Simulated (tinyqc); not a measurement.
Phonon transmission through an interface between two chains by Green functions: one step, computed by the program tinyqc.

Two semi-infinite chains (masses m_1, m_2; springs k_1, k_2), motion along the chain. The central region holds the end atom of each chain and two interlayer atoms of mass m_b, joined by springs k_b. lambda = omega^2 in eV/(angstrom^2 u); nu = 15.6333042 THz x sqrt(lambda).

Question. Transmission at the probe frequency. A = lambda M - K - Sigma over the central atoms, with K_ii the sum of the springs at i, K_(i,i+1) = -k_b; G = inverse of A; transmission = Gamma_1 Gamma_2 |G_(first,last)|^2.

Atoms in the interlayer: two.

A (complex symmetric) (eV/angstrom^2):
```
                     end of 1    layer 1    layer 2             end of 2
end of 1  -1.061664+3.698343i   1.930000   0.000000             0.000000
layer 1              1.930000  -3.004560   1.930000             0.000000
layer 2              0.000000   1.930000  -3.004560             1.930000
end of 2             0.000000   0.000000   1.930000  -1.106800+2.822400i
```

Gamma_1 = 7.396686 eV/angstrom^2

Gamma_2 = 5.644800 eV/angstrom^2

Give: G_(first,last); transmission.

Answer.

G_(first,last) = 0.08925+0.05307i angstrom^2/eV

transmission = 0.4502
